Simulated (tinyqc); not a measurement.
Linear model of a band gap against the share of exact exchange: sweeps and comparisons. A value that a table varies takes the place of the one given here.

E(alpha) = E0 + S alpha. A wider gap screens less, modelled in the Penn form eps(alpha) = 1 + (e0 - 1)(EP/(EP + S alpha))^2 with a scale EP chosen for the exercise. A dielectric-dependent hybrid takes alpha = 1/eps.

Values chosen for the exercise (of the order of those of Al2O3; the results hold for these values, not for the real material): E0 = 5.8 eV (gap of the semi-local functional); S = 9.88 eV (slope dE/d(alpha)); e0 = 3.44 (optical dielectric constant at alpha = 0); EP = 27.6 eV (energy scale of the screening); Et = 8.64 eV (target gap).

## Sweep of alpha

Also the exciton scale relative to alpha = 0, (m/m(0))(eps(0)/eps)^2, with a mass proportional to E + D, D = E0/2 + 0.3 eV, a k.p rule for direct gaps only.

Results:
```
alpha  E (eV)    eps  alpha eps  exciton scale
0.00    5.800  3.440      0.000           1.00
0.05    6.294  3.355      0.168           1.11
0.10    6.788  3.274      0.327           1.22
0.15    7.282  3.198      0.480           1.35
0.20    7.776  3.125      0.625           1.48
0.25    8.270  3.056      0.764           1.62
0.35    9.258  2.927      1.024           1.91
0.50   10.740  2.755      1.378           2.41
```

What can be read from the table?

alpha eps reaches 1 between alpha = 0.25 and 0.35 (fixed point 0.340), and the target gap is met between 0.25 and 0.35. At the fixed point the gap is 9.16 eV, +0.52 eV from the target. From 0 to 0.25 the gap grows by 2.47 eV while eps falls by 11 %; the exciton scale, which takes both, grows by a factor of 1.62.

## What each parameter does

Fixed point alpha = 1/eps(alpha), gap and eps there. Each row changes one parameter from the base and keeps the others.

Results:
```
case            alpha  E (eV)    eps
base           0.3403   9.162  2.939
E0 = 6.38 eV   0.3403   9.742  2.939
S = 8.892 eV   0.3347   8.776  2.988
e0 = 3.096     0.3813   9.567  2.623
EP = 30.36 eV  0.3352   9.111  2.984
```

What does this show?

The largest shifts from the base row, up to three for each result and ties (the steps differ in size, so this ranks the rows, not the parameters). alpha: e0 +0.0410, S -0.0056, EP -0.0051; unchanged at the printed digits by E0. E (eV): E0 +0.580, e0 +0.405, S -0.386. eps: e0 -0.316, S +0.049, EP +0.045; unchanged at the printed digits by E0.

(tinyqc, `OMP_NUM_THREADS=1 python tinyqc.py 1851286 1851287 out.jsonl`, Intel(R) Xeon(R) Processor @ 2.30GHz, 1 thread, shared host, about 0.01 s.)
